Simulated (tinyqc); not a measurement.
# Lossy on-chip transmission line with skin effect, step by step

Computed by the program tinyqc: `OMP_NUM_THREADS=1 python tinyqc.py 2810125 2810126 out.jsonl`, one thread of a shared Intel Xeon 2.30GHz, about 0.01 s for the whole run. Printed values are rounded.

A uniform line in a homogeneous dielectric: c = sqrt(er)/(c0 Z0), l = Z0 sqrt(er)/c0 (c0 = 299792458 m/s), g = w c td, w = 2 pi f. The resistance joins its limits as r = sqrt(r_dc^2 + r_hf^2), with r_dc = rho/(wd th), r_hf = kr rho/(2 delta (wd + th)), delta = sqrt(rho/(pi f mu0)), mu0 = 4 pi 1e-7 H/m; this is an interpolation, and internal inductance, up to 0.05 nH/mm at low frequency, is neglected.

Inputs (values chosen for the exercise): width of the strip wd = 2.3 um; thickness of the strip th = 2 um; resistivity rho = 2.9 uohm cm; relative permittivity er = 3.5; loss tangent td = 0.002; lossless impedance sqrt(l/c) Z0 = 75 ohm; factor for crowding and the return path kr = 2; length len = 4.9 mm; source resistance Rg = 25 ohm; load resistance RL = 100 ohm; load capacitance CL = 300 fF; frequency f = 3.1 GHz.

## Line constants

delta, r_dc, r_hf, r, l, c and g as defined.

delta = 1.53935 um
r_dc = 6.30435 ohm/mm
r_hf = 4.38118 ohm/mm
r = 7.67721 ohm/mm
l = 0.468031 nH/mm
c = 83.2055 pF/m
g = 0.00324133 S/m

r is 1.22 times r_dc; the skin depth is 0.770 of the thickness.

## Propagation constant and impedance

gamma = sqrt((r + i w l)(g + i w c)) = alpha + i beta, Zc = sqrt((r + i w l)/(g + i w c)), roots with positive real part; loss 8.685889638 alpha in dB; phase velocity w/beta.

gamma len = 0.234128+0.639493i
Zc = 80.5865-29.3213i ohm
loss = 0.415022 dB/mm
phase velocity over c0 = 0.497830
r/(w l) = 0.842146

r is below w l; the low-loss estimate 8.686 (r/(2 Z0) + g Z0/2) gives 0.446 dB/mm.

## Reflection, input impedance and transfer

ZL = 1/(1/RL + i w CL); reflection (ZL - Zc)/(ZL + Zc); Zin = Zc (ZL + Zc tanh(gamma len))/(Zc + ZL tanh(gamma len)); H = V_load/V_source = [Zin/(Zin + Rg)]/[cosh(gamma len) + (Zc/ZL) sinh(gamma len)].

ZL = 74.5463-43.5601i ohm
reflection at the load = 0.0034277-0.0901742i
Zin = 71.3957-28.9855i ohm
H = 0.447531-0.463897i
|H| = -3.81446 dB
